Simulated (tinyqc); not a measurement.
Fermi level and growth conditions: formation energy of a charged point defect from supercell energies. Computed by tinyqc, a small Python program. Command: `OMP_NUM_THREADS=1 python tinyqc.py 3029688 3029689 out.jsonl formation walk`. One thread of a shared host (Intel(R) Xeon(R) Processor @ 2.30GHz), about 0.01 s of CPU time with the checks.

The host is a compound AB. Making the defect adds n_A = 1, n_B = -1 atoms to the cell. All total energies are inputs. E_F is counted from the valence-band maximum (VBM); x = 0 is A-rich and x = 1 B-rich growth.

Inputs (values chosen for the exercise, with gap and screening modelled on AlN):
```
quantity                      value      unit
gap E_g                        6.02        eV
E_VBM of the host cell        1.362        eV
potential alignment dV        -0.13        eV
dielectric constant eps        8.17         -
cell length L                  9.47  angstrom
mu_A of the pure element     -3.271        eV
mu_B of the pure element     -7.793        eV
formation enthalpy dH of AB   -2.15        eV
growth condition x             0.73         -
```

Defect: A on a B site. Supercell lattice: sc.

charge states q: 3  2  1  0

E(defect, q) - E(host), in the order of q (eV): -7.306  -1.551  2.085  8.358

Constants: e^2/(4 pi eps_0) = 14.39964548 eV angstrom.

Method:
- dmu_A = x dH and dmu_B = (1 - x) dH, so that dmu_A + dmu_B = dH; mu = mu(element) + dmu.
- The reservoir term is sum n_i mu_i.
- Image-charge correction of a point charge in a neutralising background: E_corr = q^2 alpha e^2/(4 pi eps_0) / (2 eps L), alpha = 2.837297 for a sc array with L the cube root of the volume.
- E_f(q, E_F) = [E(defect, q) - E(host)] - sum n_i mu_i + q (E_VBM + dV + E_F) + E_corr(q).
- Each entry is the lowest E_f over q.

E_f(q, 0) (eV): (q=+3) -4.76672, (q=+2) -1.56388, (q=+1) 0.04803, (q=0) 4.82500

sum n_i mu_i = 3.533 eV

Lowest formation energy (eV):
```
E_F (eV)  stable q  A-rich, x = 0  x = 0.5  B-rich, x = 1
0.000           +3        -7.9057  -5.7557        -3.6057
0.752           +3        -5.6497  -3.4997        -1.3497
1.505           +3        -3.3907  -1.2407         0.9093
2.258           +3        -1.1317   1.0183         3.1683
3.010           +1        -0.0810   2.0690         4.2190
3.762           +1         0.6710   2.8210         4.9710
4.515           +1         1.4240   3.5740         5.7240
5.268            0         1.6860   3.8360         5.9860
6.020            0         1.6860   3.8360         5.9860
```

Going from A-rich to B-rich growth shifts every line by +4.300 eV and moves no transition level. The slope of the envelope is the stable charge, so E_f is highest in the rows from E_F = 5.27 to 6.02 eV, where the neutral state is stable: the defect forms most easily in p-type material. Under A-rich growth E_f turns negative for part of the gap, so in equilibrium E_F cannot enter that part. Under B-rich growth E_f turns negative for part of the gap, so in equilibrium E_F cannot enter that part. Caution: the largest image-charge correction in these energies, q^2 alpha e^2/(8 pi eps_0 eps L) with alpha = 2.837297, exceeds a quarter of the gap; the point-charge term alone is then a rough estimate, usually too large for a charge that is spread out. Caution: E_f at E_F = 0 is negative for at least one charge state, so in equilibrium E_F cannot reach the valence-band maximum.

Extremes, crossings and ranges named in words are read from the listed rows.
